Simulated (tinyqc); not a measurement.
p-type polysilicon, carrier trapping at grain boundaries: one step of the calculation.

One-dimensional grains of size Lg, uniform ionised doping N, monovalent traps Qt at each boundary at a depth Et below (for electrons) or above (for holes) the band edge there, abrupt depletion of width W on each side of a boundary, Boltzmann statistics. xi is the distance from the band edge at the grain centre to the Fermi level. Trapped charge Qt/(1 + exp((xi + VB - Et)/Vt)) = 2 N W, barrier VB = q N W^2/(2 eps0 eps_r).

Task. Resistivity and effective mobility. n0 = NB exp(-xi/Vt); mean density n0 (1 - 2 W/Lg) by charge balance in a partly depleted grain, and n0 (sqrt(pi)/2) erf(u)/u with u = sqrt(VB/Vt) in a fully depleted one; v = sqrt(kB T/(2 pi ms m0)); barrier resistivity Vt exp(VB/Vt)/(q fe n0 v Lg); grain resistivity (1 - 2 W/Lg)/(q n0 mug); effective mobility 1/(q mean density total resistivity).

Parameters, values chosen for the exercise; values of the order met in polycrystalline silicon:
```
symbol,value,unit,meaning
T,400,K,temperature
NB,4.08e19,cm^-3,valence-band density of states at T
Lg,250,nm,grain size
ms,0.37,m0,mass for thermionic emission
fe,0.25,,correction factor of the emission rate
mug,71,cm^2/(V s),mobility inside the grains
```

Constants: q = 1.602176634e-19 C, kB = 1.380649e-23 J/K, m0 = 9.1093837015e-31 kg, Vt = kB T/q. Results are converted to the units shown.

W = 17.871632 nm
xi = 0.16711134 V
VB = 0.079035864 V

Give: n0; mean density; v; barrier resistivity; grain resistivity; resistivity; effective mobility.

Result.

n0 = 3.2000e17 cm^-3
mean density = 2.7425e17 cm^-3
v = 5.1067e6 cm/s
barrier resistivity = 0.20862 ohm cm
grain resistivity = 0.23544 ohm cm
resistivity = 0.44406 ohm cm
effective mobility = 51.251 cm^2/(V s)

The resistivity is 1.62 times that of a single crystal with the same N and mobility mug, and the mean density is 85.7 % of N.

Computed by the program tinyqc: `OMP_NUM_THREADS=1 python tinyqc.py 2830075 2830076 out.jsonl`, one thread of a shared Intel Xeon 2.30GHz, about 0.01 s for the whole run.
